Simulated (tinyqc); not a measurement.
Inputs raised by 5 %, one at a time: velocity overshoot from momentum and energy balance equations after a field step. Computed by tinyqc, a small Python program. Command: `OMP_NUM_THREADS=1 python tinyqc.py 3018445 3018446 out.jsonl overshoot sens`. One thread of a shared host (Intel(R) Xeon(R) Processor @ 2.30GHz), about 0.04 s of CPU time with the checks.

At t = 0 the field jumps from 0 to F in a uniform sample. v is the drift velocity and u = w - (3/2) k_B T the excess energy per carrier.

Inputs (values chosen for the exercise, modelled on electrons in silicon except for tau_E):

| quantity | value | unit |
|---|---|---|
| effective mass m | 0.27 | m_0 |
| low-field mobility mu_0 | 1400 | cm^2/(V s) |
| saturation velocity v_s | 0.94 | 1e7 cm/s |
| energy relaxation time tau_E | 0.33 | ps |
| field after the step F | 25 | kV/cm |
| lattice temperature T | 300 | K |
| time step dt | 8.3 | fs |

Scheme: implicit in the damping.

Constants: m_0 = 9.1093837015e-31 kg; e = 1.602176634e-19 C; k_B = 8.617333262e-05 eV/K.

Method:
- dv/dt = e F/m - v/tau_m(u), du/dt = e F v - u/tau_E, tau_m(u) = tau_0/(1 + c u), tau_0 = m mu_0/e, c = mu_0/(e tau_E v_s^2); this choice gives the steady state v (1 + mu_0 F v/v_s^2) = mu_0 F, which saturates at v_s. Steady velocity v = 2 mu_0 F/(1 + sqrt(1 + 4 (mu_0 F/v_s)^2)); u = e F v tau_E; carrier temperature T + 2u/(3 k_B), neglecting the drift energy m v^2/2.
- Step: v_new = (v + dt e F/m)/(1 + dt/tau_m(u)), u_new = (u + dt e F v_new)/(1 + dt/tau_E). Start v = u = 0; the distance adds dt (v + v_new)/2.
- Run to 8 times the larger of tau_E and tau_0, but at most 20001 steps, and stop early if |v| > 1000 v_s or u < -1/(2c); the run is accepted if the last v is within 0.5 % of the steady value.

Runs:

| input moved | from | to | peak velocity (1e7 cm/s) | peak over steady velocity | steady velocity (1e7 cm/s) | steady carrier temperature (K) |
|---|---|---|---|---|---|---|
| base run | - | - | 1.384 | 1.684 | 0.8222 | 824.8 |
| effective mass m (m_0) | 0.27 | 0.2835 | 1.369 | 1.666 | 0.8222 | 824.8 |
| low-field mobility mu_0 (cm^2/(V s)) | 1400 | 1470 | 1.401 | 1.694 | 0.8274 | 828.1 |
| saturation velocity v_s (1e7 cm/s) | 0.94 | 0.987 | 1.420 | 1.656 | 0.8576 | 847.4 |
| energy relaxation time tau_E (ps) | 0.33 | 0.3465 | 1.399 | 1.702 | 0.8222 | 851.0 |
| field after the step F (kV/cm) | 25 | 26.25 | 1.416 | 1.712 | 0.8274 | 854.5 |

Exponents ln(y'/y) / ln(x'/x):

| input | peak velocity | peak over steady velocity | steady velocity | steady carrier temperature |
|---|---|---|---|---|
| effective mass m | -0.222 | -0.222 | 0.000 | 0.000 |
| low-field mobility mu_0 | 0.252 | 0.122 | 0.130 | 0.083 |
| saturation velocity v_s | 0.519 | -0.345 | 0.864 | 0.554 |
| energy relaxation time tau_E | 0.219 | 0.219 | 0.000 | 0.642 |
| field after the step F | 0.468 | 0.339 | 0.130 | 0.726 |

To which inputs is each result most sensitive?

Among the inputs moved here: peak velocity answers most in size to saturation velocity v_s (exponent +0.519), next to field after the step F (+0.468). Peak over steady velocity answers most in size to saturation velocity v_s (exponent -0.345), and about equally to field after the step F (+0.339). Steady velocity answers most in size to saturation velocity v_s (exponent +0.864), next to low-field mobility mu_0 (+0.130); its exponent is below 0.0005 for effective mass m, energy relaxation time tau_E. Its exponent 0.000 in energy relaxation time tau_E: c is tied to tau_E so that the steady curve is fixed. Steady carrier temperature answers most in size to field after the step F (exponent +0.726), next to energy relaxation time tau_E (+0.642); its exponent is below 0.0005 for effective mass m.

Extremes, crossings and ranges named in words are read from the listed rows.
